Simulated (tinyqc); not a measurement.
Longitudinal sound in a periodic multilayer: transfer matrices, stop bands and folded phonons. From width/f_B back to density rho_2. Computed by tinyqc, a small Python program. Command: `OMP_NUM_THREADS=1 python tinyqc.py 3019919 3019920 out.jsonl multilayer inv`. One thread of a shared host (Intel(R) Xeon(R) Processor @ 2.30GHz), about 0.01 s of CPU time with the checks.

Layers 1 and 2 repeat with period d = d_1 + d_2; waves travel normal to the layers, without loss. State vector (u, s): displacement u and stress divided by omega. Impedances Z = rho v are in 1e6 kg/(m^2 s).

Inputs (values chosen for the exercise, modelled on aluminium (layer 1), tungsten (layer 2) and gallium arsenide (substrate)):
```
quantity            value    unit
density rho_1        2.74  g/cm^3
velocity v_1         6490     m/s
thickness d_1         266      nm
velocity v_2         5160     m/s
thickness d_2         216      nm
substrate density    5.41  g/cm^3
substrate velocity   4700     m/s
periods N               5       -
```

Method:
- Z = rho v; interface reflection r = (Z_2 - Z_1)/(Z_2 + Z_1) (stress amplitude, from 1 into 2); Bragg frequency f_B = 1/[2 (d_1/v_1 + d_2/v_2)]; long-wave velocity v_eff = d/sqrt[(d_1/v_1)^2 + (d_2/v_2)^2 + (Z_1/Z_2 + Z_2/Z_1)(d_1/v_1)(d_2/v_2)].
- A layer maps (u, s) by [[cos p, sin p/Z], [-Z sin p, cos p]], p = 2 pi f d_i/v_i; one period is M = M_2 M_1, and cos(q d) = trace(M)/2.
- For N periods A = M^N. A wave comes from a thick layer of material 1 and leaves into the substrate (Z_s): transmitted power T = 4 Z_1 Z_s/|Z_1 A_22 + Z_s A_11 - i (Z_1 Z_s A_12 - A_21)|^2, reflected power R = 1 - T.
- Gap m contains m f_B; its edges, where trace(M)/2 = (-1)^m, are found by root search. Weak-contrast estimate of the width: (4 f_B/pi) |r sin(m pi a)|, a = (d_1/v_1)/(d_1/v_1 + d_2/v_2).

Task: A run gave the result below. Find the density rho_2, known to lie between 9.9 and 33 g/cm^3.

width/f_B = 94.45126 %

Result:

Each step takes the trial c = (a f_b - b f_a)/(f_b - f_a), f being the result less the target and a, b, c the logarithms of the listed values; c replaces end b, the old b replaces a if the sign of f changed, and otherwise f_a is halved.

Scan of the range:
```
density rho_2 (g/cm^3)  width/f_B (%)
9.9                            64.253
12.1                           75.152
14.8                           85.496
18.1                           95.207
22.1                          104.205
27.0                          112.594
33.0                          120.373
```

False position (Illinois rule, in the logarithm of the input) inside the bracket:
```
step    end a    end b    trial  width/f_B (%)
1     14.8000  18.1000  17.8187        94.4742
2     14.8000  17.8187  17.8019        94.4298
3     17.8187  17.8019  17.8100        94.4513
4     17.8019  17.8100  17.8100        94.4513
```

width/f_B rises at every point of a 13-point scan of the range (every second point is shown), so one value fits; it is bracketed by 14.8 and 18.1. Answer: density rho_2 = 17.81 g/cm^3.
